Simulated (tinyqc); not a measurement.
Configuration-coordinate model of a defect: Huang-Rhys factor and luminescence line shape: one step, computed by the program tinyqc. Command: `OMP_NUM_THREADS=1 python tinyqc.py 3005683 3005684 out.jsonl ccline walk`. One thread of a shared host (Intel(R) Xeon(R) Processor @ 2.30GHz), about 0.02 s of CPU time with the checks.

Ground state E_g(Q) = (1/2) omega_g^2 Q^2; excited state E_e(Q) = E_0 + (1/2) omega_e^2 (Q - dQ)^2 with omega_e = omega_g and E_0 = E_ZPL. Q is mass-weighted; the dipole does not depend on Q (Condon approximation).

Problem. Huang-Rhys factors and vertical energies. S = hbar omega dQ^2/(2 hbar^2/u) for each state; relaxation energy S hbar omega; absorption at E_0 + S_e hbar omega_e, emission at E_0 - S_g hbar omega_g; the Stokes shift is their difference.

Inputs (values chosen for the exercise, for a model defect): zero-phonon energy E_ZPL = 0.826 eV; displacement dQ = 0.365 u^(1/2) angstrom; ground-state phonon hbar omega_g = 43.4 meV.

Modes: equal frequencies in both states.

Constants: hbar^2/u = 4.18015928e-03 eV angstrom^2.

Give: S_g; S_e; relaxation energy, ground state; relaxation energy, excited state; vertical absorption energy; vertical emission energy; Stokes shift.

Solution.

S_g = 0.6916

S_e = 0.6916

relaxation energy, ground state = 0.03002 eV

relaxation energy, excited state = 0.03002 eV

vertical absorption energy = 0.8560 eV

vertical emission energy = 0.7960 eV

Stokes shift = 0.06003 eV

The coupling is weak: at low temperature the zero-phonon line is the strongest line.
